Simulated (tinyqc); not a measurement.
Temperature series and Richardson plot: current of a Schottky diode by thermionic-emission-diffusion theory, and its read-back from I-V-T and C-V data. Computed by tinyqc, a small Python program. Command: `OMP_NUM_THREADS=1 python tinyqc.py 3028649 3028650 out.jsonl schottky walk`. One thread of a shared host (Intel(R) Xeon(R) Processor @ 2.30GHz), about 0.01 s of CPU time with the checks.

Full ionisation, no tunnelling, no recombination current. V is the voltage across the junction itself, forward positive.

Inputs (values chosen for the exercise, modelled on n-type GaN):
```
quantity                                     value          unit
Richardson constant A*                        26.2  A/(cm^2 K^2)
effective density of states at 300 K, N_c  2.3e+18        1/cm^3
permittivity eps                               9.7             -
mobility mu                                    890    cm^2/(V s)
barrier without image force phi_0 (mean)     0.854            eV
doping N                                   1.1e+16        1/cm^3
junction voltage V                            0.32             V
standard deviation sigma                        43           meV
relative change of sigma^2 with bias, rho      0.4           1/V
```

Barrier: Gaussian spread of heights.

Constants: k_B = 8.617333262e-05 eV/K; e = 1.602176634e-19 C; eps_0 = 8.8541878128e-12 F/m.

Method:
- N_c(T) = N_c (T/300 K)^(3/2); V_bi = phi_0 - (k_B T/e) ln(N_c(T)/N); surface field F = sqrt(2 e N (V_bi - V - k_B T/e)/(eps eps_0)); image lowering d_phi = sqrt(e F/(4 pi eps eps_0)); effective barrier phi = phi_0 - d_phi - sigma^2 (1 - rho V)/(2 k_B T).
- Collection velocity v_R = A* T^2/(e N_c(T)); diffusion velocity v_D = mu F; J = e N_c(T) v_R/(1 + v_R/v_D) exp(-phi/k_B T) [exp(e V/k_B T) - 1].
- Ideality n = (e/k_B T)/(d ln J/dV) by a central difference of +/- 1 mV; J_0 = J exp(-e V/(n k_B T)); apparent barrier phi_IV = k_B T ln(A* T^2/J_0); a C-V plot gives phi_CV = phi_0, the mean without lowering.
- A least-squares line of ln(J_0/T^2) against 1/(k_B T) gives a barrier (minus the slope) and a Richardson constant (exp of the intercept).

At the same junction voltage:
```
T (K)  1/k_B T (1/eV)       n  J_0 (A/cm^2)  phi_IV (eV)  ln(J_0/T^2)
200            58.023  1.0398    3.6509e-14      0.77218      -41.538
250            46.418  1.0375    2.6065e-10      0.78367      -33.111
300            38.682  1.0373    1.1853e-07      0.79162      -27.356
350            33.156  1.0389    1.0532e-05      0.79753      -23.177
400            29.011  1.0423    3.2834e-04      0.80211      -20.004
450            25.788  1.0478    5.0286e-03      0.80569      -17.511
```

barrier from the Richardson plot = 0.74537 eV

Richardson constant from the plot = 4.9057 A/(cm^2 K^2)

From 200 to 450 K n goes from 1.040 to 1.048 and phi_IV from 0.772 to 0.806 eV. The plot returns 0.745 eV against phi_0 = 0.854 and a constant 0.187 times the true A*: a spread of barriers lets cold carriers pick the low patches, which bends the plot and lowers both numbers.

Extremes, crossings and ranges named in words are read from the listed rows.
